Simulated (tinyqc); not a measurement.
Absorption edge of a degenerate semiconductor, band filling against gap narrowing: one step of the calculation.

n-type, parabolic bands, full ionisation. eta = (EF - Ec)/kB T solves N = Nc F12(eta), F12(x) = (2/sqrt(pi)) int_0^infinity sqrt(u)/(1 + exp(u - x)) du. The gap shrinks rigidly by dEg = a3 y^(1/3) + a4 y^(1/4) + a2 y^(1/2), y = N/1e18 cm^-3, an empirical law that is here taken as the true narrowing.

Problem. Fermi level. Newton step on ln F12(eta) = ln(N/Nc): eta(new) = eta - ln(Nc F12/N) F12/Fm, Fm(x) = dF12/dx = (1/sqrt(pi)) int_0^infinity u^(-1/2)/(1 + exp(u - x)) du.

Parameters, values chosen for the exercise: conduction-band density of states at 300 K, from me Nc = 5.84e17 cm^-3; ionised donor density N = 9.3e18 cm^-3.

eta at the start (Boltzmann value) = 2.7679

Give: F12; Fm; eta after iteration 1.

Solution.

F12 = 4.067
Fm = 1.768
eta after iteration 1 = 5.907

Range of the model: Band tails, non-parabolic bands and incomplete ionisation are left out.

tinyqc, about 0.01 s, one thread, Intel Xeon 2.30GHz (shared host): `OMP_NUM_THREADS=1 python tinyqc.py 2330009 2330010 out.jsonl`
